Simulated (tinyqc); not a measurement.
# Ballistic conductance of a hard-wall wire of rectangular section by counting modes: what changes with what

Subband edges E_(a,b) = (C pi^2/m) [(a/W)^2 + (b/Hh)^2], a, b = 1, 2, ...; C = hbar^2/(2 m0). Every mode transmits fully; spin gives the factor 2 in 2 q^2/h, valleys the factor gv.

Values chosen for this exercise: temperature T = 300 K; mass m = 0.064 m0; valleys gv = 1; Fermi energy above the bulk band edge Ef = 0.114 eV; width W = 13 nm; height Hh = 23 nm.

Constants: q = 1.602176634e-19 C, kB = 1.380649e-23 J/K, hbar = 1.054571817e-34 J s, h = 6.62607015e-34 J s, m0 = 9.1093837015e-31 kg, Vt = kB T/q, hbar^2/(2 m0) = 0.0380998212 eV nm^2. Results are converted to the units shown.

Each table varies one quantity; the others keep the values above.

## Conductance against size

G = (2 q^2/h) gv M; at zero temperature M counts the edges below Ef, at T it is the sum of degeneracy times f. The smooth (Sharvin) count is kF^2 A/(4 pi), kF = sqrt(m Ef/C), A = W Hh, perimeter p = 2 (W + Hh), and with the boundary term kF^2 A/(4 pi) - kF p/(4 pi). f = 1/(1 + exp((E_n - Ef)/Vt)).

Conductance against size:
```
W (nm),M at T = 0,M at T,smooth count,with boundary term,G (uS)
4.5,0,9.3559e-4,1.5772,-0.33807,0.072490
6.7,0,0.34966,2.3483,0.27980,27.092
8.8,1,1.2682,3.0843,0.86957,98.262
11,2,1.8426,3.8554,1.4874,142.76
13.1,2,2.3573,4.5915,2.0772,182.65
15.3,3,3.0318,5.3625,2.6951,234.91
17.4,3,3.6345,6.0986,3.2849,281.60
19.6,4,4.2415,6.8697,3.9027,328.64
21.7,5,4.8420,7.6057,4.4925,375.16
23.9,6,5.4691,8.3768,5.1104,423.75
26,6,6.0626,9.1128,5.7001,469.73
```

What does the table show?

The integer count climbs from 0 to 6 in steps, and G from 0.0725 to 470 uS. In the last row M at T is 33 % below the smooth count and 6.4 % above the count with the boundary term: hard walls push the wave away from the edge and cost modes. The largest gap between M at T and the integer count is 0.63.

## Conductance against Fermi energy

Same model as above.

Results:
```
Ef (eV),M at T = 0,M at T,smooth count,with boundary term,G (uS)
0.029,0,0.4972,1.159,-0.1055,38.52
0.048,1,0.8112,1.918,0.2915,62.85
0.068,1,1.222,2.718,0.7814,94.70
0.088,2,1.680,3.517,1.314,130.2
0.108,2,2.172,4.317,1.876,168.3
0.128,2,2.719,5.116,2.459,210.6
0.168,4,3.986,6.715,3.671,308.9
0.188,5,4.647,7.514,4.294,360.1
0.208,5,5.295,8.313,4.927,410.3
0.228,6,5.912,9.113,5.567,458.1
```

Estimate the missing row, Ef = 0.148 eV.

Computed row:
```
Ef (eV),M at T = 0,M at T,smooth count,with boundary term,G (uS)
0.148,3,3.332,5.915,3.059,258.2
```

With this row back in the table: The integer count climbs from 0 to 6; the smooth count goes as Ef^(1.00). In the last row M at T is 35 % below the smooth count and 6.2 % above the count with the boundary term: hard walls push the wave away from the edge and cost modes. The largest gap between M at T and the integer count is 0.72.

tinyqc, about 0.8 s, one thread, Intel Xeon 2.30GHz (shared host): `OMP_NUM_THREADS=1 python tinyqc.py 2740130 2740131 out.jsonl`
